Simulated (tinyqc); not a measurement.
Worked calculation: complex band structure along [001] in sp3s* tight binding. Values are carried at full precision from step to step, so a last printed digit may differ when a step is redone from the rounded ones.

For k = (0, 0, kz) the phase sums are g0 = cos(phi) and g3 = i sin(phi), phi = kz a/4, and the s, pz, s* orbitals of anion (a) and cation (c) decouple from px, py. With z = exp(i phi), H(z) = H0 + z T + T^T/z for any complex z. H0 is diagonal (Esa, Epa, Exa, Esc, Epc, Exc). The anion-cation block is B(z) = z U + W/z and the cation-anion block z W^T + U^T/z, where U has Vss/2 (s,s), Vsapc/2 (s,z), -Vscpa/2 (z,s), Vxx/2 (z,z), Vxapc/2 (s*,z), -Vpaxc/2 (z,s*), and W has the same values with the s-z and s*-z signs reversed. |z| = 1 is a band state, |z| < 1 decays along [001] as exp(-kappa d) over a distance d, kappa = -(4/a) ln|z|. No spin-orbit coupling.

Constants: hbar^2/2m0 = 3.80998211 eV angstrom^2.

Values chosen for the exercise (out of a larger set: near a published set for InAs, fitted to gaps, whose masses and valley positions are rough (light masses up to twice too heavy); not measured data): p = (-9.549, 0.912, -2.715, 3.696, 7.44, 6.745, -5.605, 1.836, 4.487, 3.016, 5.447, 3.374, 3.9) eV (order Esa, Epa, Esc, Epc, Exa, Exc, Vss, Vxx, Vxy, Vsapc, Vscpa, Vxapc, Vpaxc); dE = 0.2 eV (E - Ev); a = 6.059 angstrom (lattice constant).

## The layer matrices

Parameters in the order Esa, Epa, Esc, Epc, Exa, Exc, Vss, Vxx, Vxy, Vsapc, Vscpa, Vxapc, Vpaxc. Form H0 and T.

diagonal of H0 (eV): sa -9.5490, za 0.9120, s*a 7.4400, sc -2.7150, zc 3.6960, s*c 6.7450

T (eV), rows sa, za, s*a, sc, zc, s*c and columns alike:
```
[[0.0000, 0.0000, 0.0000, -2.8025, 1.5080, 0.0000],
 [0.0000, 0.0000, 0.0000, -2.7235, 0.9180, -1.9500],
 [0.0000, 0.0000, 0.0000, 0.0000, 1.6870, 0.0000],
 [-2.8025, 2.7235, 0.0000, 0.0000, 0.0000, 0.0000],
 [-1.5080, 0.9180, -1.6870, 0.0000, 0.0000, 0.0000],
 [0.0000, 1.9500, 0.0000, 0.0000, 0.0000, 0.0000]]
```

## Edges at Gamma

At z = 1 the levels follow from the blocks [[Esa, Vss], [Vss, Esc]] and [[Epa, Vxx], [Vxx, Epc]]: Ev is the lower p root, and the direct gap ends at the lower of the upper roots.

Ev = 0.0000 eV
EG (direct gap) = 0.4325 eV

## Complex wave vectors at one energy in the gap

Solve det(H0 - E + z T + T^T/z) = 0 with E = Ev + dE, as the linear problem [[0, 1], [-T^T, E - H0]] x = z [[1, 0], [0, T]] x. Roots come as z, -z, 1/z and conjugates; list those with 0 < |z| < 1 and Re z, Im z >= 0, by falling |z|. Re kz = arg(z)/(pi/2) in units of 2 pi/a, kappa = -(4/a) ln|z|.

Decaying roots:
```
Re z      Im z     |z|  Re kz (2 pi/a)  kappa (1/angstrom)
0.9569  0.0000  0.9569          0.0000              0.0291
0.0273  0.2909  0.2922          0.9405              0.8123
```

The slowest root has kappa = 0.0291 1/angstrom at Re kz = 0.000: a purely imaginary k at Gamma. The probability falls by exp(-2 kappa d), a factor 1.79 over 1 nm.

## The px, py block

For px and py the determinant gives (E - Epa)(E - Epc) = Vxx^2 cos^2(phi) + Vxy^2 sin^2(phi). With phi = i kappa a/4 this is sinh^2(kappa a/4) = ((E - Epa)(E - Epc) - Vxx^2)/(Vxx^2 - Vxy^2), E = Ev + dE. Parameters in the order Esa, Epa, Esc, Epc, Exa, Exc, Vss, Vxx, Vxy, Vsapc, Vscpa, Vxapc, Vpaxc.

sinh^2(kappa a/4) = 0.05260
kappa of the heavy-hole branch = 0.1501 1/angstrom

This branch decays faster than the slowest root of the s-pz block (0.0291), by a factor 5.16 in kappa.

## Band-edge masses of the same block

From the real bands: m/m0 = c h^2/|E(h) - E(0)| with kz = h = 0.001 1/angstrom for level 2 (light hole) and level 3 (electron) of the 6 x 6 matrix; c = hbar^2/2m0.

masses of this model, from the curvature at Gamma (m0): m_lh 0.0291, m_e 0.0312

These are masses of the nearest-neighbour model without spin-orbit coupling, which is fitted to gaps and often gives the electron too heavy.

## Checks

- Largest distance of a level of the 6 x 6 block at kz = 0.37 (2 pi/a) from a level of the full matrix, against zero (eV): both 0.000000.
- Kappa 0.1 meV above Ev against sqrt(m_lh E/c): 0.0008742 against 0.0008744.

Computed by tinyqc, a small Python program: `OMP_NUM_THREADS=1 python tinyqc.py 1480578 1480579 out.jsonl` (the numbers bound the seed that draws the inputs); one thread of a shared host (Intel(R) Xeon(R) Processor @ 2.30GHz), about 0.02 s for the whole set of steps.
